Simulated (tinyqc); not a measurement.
Formation energy of a charged point defect from supercell energies: one step, computed by the program tinyqc. Command: `OMP_NUM_THREADS=1 python tinyqc.py 3005904 3005905 out.jsonl formation walk`. One thread of a shared host (Intel(R) Xeon(R) Processor @ 2.30GHz), about 0.01 s of CPU time with the checks.

The host is a compound AB. Making the defect adds n_A = 1, n_B = -1 atoms to the cell. All total energies are inputs. E_F is counted from the valence-band maximum (VBM); x = 0 is A-rich and x = 1 B-rich growth.

Task: Concentrations at the given E_F and T. E_f(q, E_F) = E_f(q, 0) + q E_F. c_q = N_s exp(-E_f(q, E_F)/k_B T), with all degeneracy factors one and no vibrational entropy.

Inputs (values chosen for the exercise, for a model compound AB):
```
quantity                   value      unit
gap E_g                     2.46        eV
dielectric constant eps     10.5         -
cell length L                9.7  angstrom
Fermi level E_F            0.963        eV
temperature T               1000         K
site density N_s         1.8e+22     cm^-3
```

Defect: A on a B site. Supercell lattice: bcc.

charge states q: 0  -1  -2

E_f(q, 0) (eV): (q=0) 2.563240, (q=-1) 2.764427, (q=-2) 4.747987

Constants: k_B = 8.617333262e-05 eV/K.

Give: Charge states; lowest formation energy; total concentration; mean charge.

Result:

Charge states:
```
q   E_f (eV)  c_q (cm^-3)       share
0     2.5632   2.1733e+09  1.4473e-04
-1    1.8014   1.5013e+13  9.9985e-01
-2    2.8220   1.0792e+08  7.1868e-06
```

lowest formation energy = 1.8014 eV

total concentration = 1.5016e+13 cm^-3

mean charge = -0.99986 e

State -1 holds 100.0 % of the defects. Caution: the largest image-charge correction in these energies, q^2 alpha e^2/(8 pi eps_0 eps L) with alpha = 2.888462, exceeds a quarter of the gap; the point-charge term alone is then a rough estimate, usually too large for a charge that is spread out.
